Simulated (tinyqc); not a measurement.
Inside a calculation: heavy doping: gap narrowing, degeneracy and the minority density. Values are carried at full precision from step to step, so a last printed digit may differ when a step is redone from the rounded ones.

Empirical narrowing (Slotboom form, constants chosen for the exercise; published fits of this form give the apparent narrowing, here it is taken as the true one): dEg = E0 [ln(N/N0) + sqrt(ln(N/N0)^2 + C)].

Constants: kB = 8.617333262e-05 eV/K; e^2/(4 pi eps0) = 14.39964547 eV angstrom.

Parameters, chosen for this exercise (gap and densities of states near those of Si at this temperature; narrowing constants near the fits for Si; shifted at random, so the results belong to these values and not to a real crystal):
```
symbol  value     unit    meaning
N       2.3e+18   1/cm^3  ionised donors, equal to the majority density
E0      6.38      meV     narrowing scale
N0      1e+17     1/cm^3  onset density
C       0.5               smoothing constant
Nc      2.74e+19  1/cm^3  conduction-band density of states
Eg      1.126     eV      gap
Nv      1.14e+19  1/cm^3  valence-band density of states
T       300       K
eps     11.7              dielectric constant
Mv      6                 majority valleys
```

## Gap narrowing

Evaluate at N.

ln(N/N0) = 3.1355
dEg (empirical fit) = 40.51 meV

Well above N0 each decade of doping adds 2 E0 ln 10 = 29.4 meV.

## Degeneracy of the majority band

F_j(eta) = (1/Gamma(j + 1)) integral_0^infinity x^j dx/(1 + exp(x - eta)), which tends to exp(eta) for eta << 0.

Majority: N = Nc F_1/2(eta), eta the distance of EF beyond the majority band edge in kT. Degeneracy factor gam = F_1/2(eta)/exp(eta). ni0^2 = Nc Nv exp(-Eg/kT); product n p = ni0^2 gam exp(dEg/kT), dEg the true narrowing; apparent narrowing dEa = dEg + kT ln gam; minority density = n p/N.

Solve for eta and form gam.

N/Nc = 0.08394
eta = -2.4480
gam = 0.9708

## Product and minority density

Combine both effects.

ni0 = 6.16e+09 1/cm^3
exp(dEg/kT) = 4.79
dEa = 39.7 meV
sqrt(n p) = 1.33e+10 1/cm^3
minority density = 76.7 1/cm^3

Narrowing multiplies the product by 4.79 and degeneracy by 0.971; together they change the minority density by a factor 4.65 against ni0^2/N.

## Two estimates of the size

Two physical estimates, e2 = e^2/(4 pi eps0), N in 1/angstrom^3: exchange shift at the Fermi level, Ex = (e2/eps) kF/pi with kF = (3 pi^2 N/Mv)^(1/3); screened-pair energy (Lanyon-Tuft), Es = (3/4)(e2/eps) qs with qs^2 = (4 pi e2 N/(eps kT)) F_-1/2(eta)/F_1/2(eta).

Evaluate both at N.

kF = 0.02247 1/angstrom
Ex = 8.80 meV
Es = 33.74 meV

Against the fitted dEg = 40.5 meV, Ex is 0.22 and Es 0.83 times as large; each keeps one mechanism only, and Ex assumes a strongly degenerate gas, while here eta is only -2.45.

## Checks

- Minority density against the Boltzmann occupation of the other band at the narrowed gap (1/cm^3): both 76.67.

(tinyqc, `OMP_NUM_THREADS=1 python tinyqc.py 1652701 1652702 out.jsonl`, Intel(R) Xeon(R) Processor @ 2.30GHz, 1 thread, shared host, about 0.01 s.)
